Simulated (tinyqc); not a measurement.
Comparisons within one model: three-band tight binding of a dichalcogenide monolayer. A value that a table varies takes the place of the one given here.

Basis dz2, dxy, dx2-y2 on a triangular lattice, nearest neighbours; alpha = kx a/2, beta = sqrt3 ky a/2. h0 = e1 + 2 t0 (cos 2alpha + 2 cos alpha cos beta); h1 = -2 sqrt3 t2 sin alpha sin beta + 2i t1 (sin 2alpha + sin alpha cos beta); h2 = 2 t2 (cos 2alpha - cos alpha cos beta) + 2i sqrt3 t1 cos alpha sin beta; h11 = e2 + 2 t11 cos 2alpha + (t11 + 3 t22) cos alpha cos beta; h22 = e2 + 2 t22 cos 2alpha + (3 t11 + t22) cos alpha cos beta; h12 = sqrt3 (t22 - t11) sin alpha sin beta + 4i t12 sin alpha (cos alpha - cos beta) + i lam sz. H = [[h0, h1, h2], [., h11, h12], [., ., h22]], Hermitian; the lowest band of each spin is filled. K = (4 pi/3a, 0), M = (pi/a, pi/(sqrt3 a)).

Constants: hbar^2/2m0 = 3.80998211 eV angstrom^2.

Inputs chosen for the exercise (near a published set for monolayer MoTe2; the results hold for these values, not for the real material):

| symbol | value | unit | meaning |
|---|---|---|---|
| a | 3.547 | angstrom | lattice constant |
| e1 | 0.605 | eV | level of dz2 |
| e2 | 1.972 | eV | level of dxy and dx2-y2 |
| t0 | -0.169 | eV | hopping |
| t1 | 0.224 | eV | hopping |
| t2 | 0.388 | eV | hopping |
| t11 | 0.211 | eV | hopping |
| t12 | 0.238 | eV | hopping |
| t22 | 0.258 | eV | hopping |
| lam | 0.108 | eV | spin-orbit constant |

## Three bands against the two-band Dirac model at K

Masses from central differences along kx with step 0.002 1/angstrom, c = hbar^2/2m0; Berry curvature of the valence band from a counter-clockwise plaquette of side 0.001 1/angstrom, Omega = -arg(product of overlaps)/area. Two-band model: coupling A = (3 a/(2 sqrt2))(t1 + sqrt3 t2) between valence and conduction states, mass c G/A^2 for both, Omega_v = 2 A^2/G^2. sz = 0 drops the spin-orbit term.

At K:

| sz | G (eV) | m_c (m0) | m_v (m0) | two-band mass | Omega_v (angstrom^2) | two-band Omega |
|---|---|---|---|---|---|---|
| 1 | 0.9722 | 0.483 | 0.680 | 0.326 | 24.028 | 24.047 |
| 0 | 1.0802 | 0.553 | 0.859 | 0.362 | 19.463 | 19.479 |
| -1 | 1.1882 | 0.627 | 1.095 | 0.398 | 16.086 | 16.099 |

A = 3.3710 eV angstrom

Without spin-orbit coupling the electron mass is 0.553 and the hole mass 0.859, against 0.362 for both in the two-band model: the third band and the curvature of the diagonal terms break the symmetry. The Berry curvature is -0.1 % from the two-band value. The smaller gap (sz = +1) has the larger curvature, by a factor 1.49.

## All hoppings scaled

The six hoppings are multiplied by f; e1, e2 and lam stay (real strain also moves e1 and e2, so this is no model of it). Closed forms: Ev(K) = e2 - (3/2)(t11 + t22) - 3 sqrt3 t12 + lam, Ec(K) = e1 - 3 t0, Ev(Gamma) = e1 + 6 t0.

Gaps (eV):

| f | direct gap at K | Ev(K) - Ev(Gamma) | Ec(K) - top of valence band |
|---|---|---|---|
| 0.85 | 0.6051 | 0.6877 | 0.6051 |
| 0.90 | 0.7275 | 0.6414 | 0.7275 |
| 0.94 | 0.8254 | 0.6044 | 0.8254 |
| 0.97 | 0.8988 | 0.5766 | 0.8988 |
| 1.00 | 0.9722 | 0.5488 | 0.9722 |
| 1.03 | 1.0456 | 0.5210 | 1.0456 |
| 1.06 | 1.1190 | 0.4932 | 1.1190 |
| 1.10 | 1.2169 | 0.4562 | 1.2169 |

The direct gap changes by +24.5 meV for each per cent of f. The top of the valence band stays at K over the range.

## What each parameter does

Spin up: gap at K, Ev(K) - Ev(Gamma), and masses at K by central differences along kx with step 0.002 1/angstrom, c = hbar^2/2m0. Each row changes one parameter from the base and keeps the others.

Results:

| case | gap at K (eV) | K - Gamma (eV) | m_c (m0) | m_v (m0) |
|---|---|---|---|---|
| base | 0.9722 | 0.5488 | 0.483 | 0.680 |
| t22 = 0.288 eV | 1.0172 | 0.5038 | 0.523 | 0.765 |
| t1 = 0.254 eV | 0.9722 | 0.5488 | 0.425 | 0.595 |
| lam = 0.138 eV | 0.9422 | 0.5788 | 0.464 | 0.637 |
| t2 = 0.418 eV | 0.9722 | 0.5488 | 0.436 | 0.544 |
| e2 = 2.002 eV | 0.9422 | 0.5788 | 0.459 | 0.637 |
| t12 = 0.268 eV | 1.1281 | 0.3929 | 0.585 | 1.089 |

The largest shifts from the base row, up to three for each result and ties (the steps differ in size, so this ranks the rows, not the parameters). gap at K (eV): t12 +0.1559, t22 +0.0450, lam -0.0300, e2 -0.0300; unchanged at the printed digits by t1 and t2. K - Gamma (eV): t12 -0.1559, t22 -0.0450, lam +0.0300, e2 +0.0300; unchanged at the printed digits by t1 and t2. m_c (m0): t12 +0.102, t1 -0.058, t2 -0.047. m_v (m0): t12 +0.409, t2 -0.135, t22 +0.085. t1 and t2 couple dz2 to the other orbitals and vanish at K and Gamma, so only the masses feel them.

tinyqc: `OMP_NUM_THREADS=1 python tinyqc.py 1482208 1482209 out.jsonl`; about 0.02 s, one thread, shared Intel(R) Xeon(R) Processor @ 2.30GHz.
